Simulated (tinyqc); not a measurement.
Global model of a low-pressure process discharge: electron temperature, density, ion flux and ion energy: one step, computed by the program tinyqc.

Maxwellian electrons with temperature T_e in eV, one positive ion, no negative ions, uniform bulk density n; rate constants have the Arrhenius form.

Task: Geometry factors. n_g = p/(k_B T_g); lambda_i = 1/(n_g sigma); h_L = 0.86/sqrt(3 + L/(2 lambda_i)), h_R = 0.8/sqrt(4 + R/lambda_i); A_eff = 2 pi R^2 h_L + 2 pi R L h_R; d_eff = pi R^2 L/A_eff.

Inputs (values chosen for the exercise, of the order of those of an inductive discharge in a simple atomic gas):

| quantity | value | unit |
|---|---|---|
| ion-neutral cross section | 8.3e-19 | m^2 |
| pressure p | 9.5 | Pa |
| gas temperature T_g | 400 | K |
| radius R | 24 | cm |
| height L | 8.4 | cm |

Constants: k_B = 1.380649e-23 J/K.

Give: gas density n_g; ion mean free path; h_L; h_R; A_eff; d_eff.

Result:

gas density n_g = 1.720e+21 1/m^3

ion mean free path = 0.07004 cm

h_L = 0.1084

h_R = 0.04297

A_eff = 446.7 cm^2

d_eff = 34.03 cm

Caution: at so short an ion path the formulas for h_L and h_R give way to the ambipolar-diffusion limit.
